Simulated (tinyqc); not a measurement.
# Worked calculation: frequency dispersion of an accumulation capacitance by border traps, distributed model

tinyqc, about 0.6 s, one thread, Intel Xeon 2.30GHz (shared host): `OMP_NUM_THREADS=1 python tinyqc.py 2202116 2202117 out.jsonl` Printed values are rounded.

Traps spread evenly through the insulator exchange electrons with the semiconductor by tunnelling, with tau(x) = t0 exp(2 ka x) at depth x from the interface. The admittance per area Y seen at depth x obeys dY/dx = -Y^2/(i w eps0 eox) + q Nb ln(1 + i w tau)/tau, with Y(0) = i w Cs and w = 2 pi f; the gate sees Y(tox) = G + i w C. Working variable y = Y/(i w), in uF/cm^2. Cox = eps0 eox/tox.

Values chosen for this exercise; permittivity close to that of aluminium oxide:
- eox = 8.42 (relative permittivity of the insulator)
- tox = 11 nm (insulator thickness)
- Cs = 1.1 uF/cm^2 (semiconductor capacitance in accumulation)
- Nb = 6.1e18 cm^-3 eV^-1 (density of border traps)
- ka = 5.3 1/nm (decay constant of the wave function in the insulator)
- t0 = 2e-11 s (time constant of a trap at the interface)
- f = 100 Hz (frequency)
- xe = 2.2 nm (depth down to which the steps are taken)

Constants: q = 1.602176634e-19 C, eps0 = 8.8541878128e-14 F/cm where lengths are in cm. Results are converted to the units shown.

## Scales and lumped estimate

Cox; trap-free value 1/(1/Cox + 1/Cs); response depth d = ln(1/(w t0))/(2 ka), where w tau = 1; lumped estimate: all traps within d act as C_bt = q Nb d placed at d/2, so C = 1/{1/[1/(1/Cs + d/(2 eps0 eox)) + C_bt] + (tox - d/2)/(eps0 eox)}.

Cox = 0.677748 uF/cm^2
trap-free C = 0.419364 uF/cm^2
d = 1.71625 nm
C_bt = 0.167734 uF/cm^2
lumped C = 0.447545 uF/cm^2

The traps within reach amount to 0.152 Cs and lie in the first 15.6 % of the insulator.

## Midpoint steps through the active depth

In terms of y: dy/dx = -y^2/(eps0 eox) + s(x), s = q Nb ln(1 + z)/z, z = i w tau. 8 midpoint steps of h = xe/8: y_half = y + (h/2) y'(x, y), y(new) = y + h y'(x + h/2, y_half).

x, point 0 to 8 (nm): [0, 0.275, 0.55, 0.825, 1.1, 1.375, 1.65, 1.925, 2.2]
s, point 0 to 8 (uF/(cm^2 nm)): [0.0977328+0.0000000i, 0.0977328+0.0000000i, 0.0977328-0.0000002i, 0.0977328-0.0000039i, 0.0977327-0.0000711i, 0.0977093-0.0013119i, 0.0907395-0.0216515i, 0.0156296-0.0237220i, 0.0009069-0.0029717i]
y, point 0 to 8 (uF/cm^2): [1.10000+0.00000i, 1.08296+0.00000i, 1.06723+0.00000i, 1.05269+0.00000i, 1.03923+0.00000i, 1.02676-0.00009i, 1.01509-0.00161i, 0.99186-0.01207i, 0.95779-0.01351i]

## Capacitance and conductance at the gate

y at xe = 0.957794-0.013510i uF/cm^2

Beyond xe the traps are ignored, so 1/y(tox) = 1/y(xe) + (tox - xe)/(eps0 eox); C = Re y, G/w = -Im y, loss tangent G/(w C).

y at the gate = 0.449572-0.002976i uF/cm^2
C = 0.449572 uF/cm^2
G/w = 0.00297600 uF/cm^2
loss tangent = 0.00661963

A fine integration over the whole insulator gives C = 0.44972 and G/w = 0.002879 uF/cm^2; the coarse G/w is 3.4 % above that. The fine C is 7.2 % above the trap-free value, and the lumped estimate is 0.48 % below the fine result.
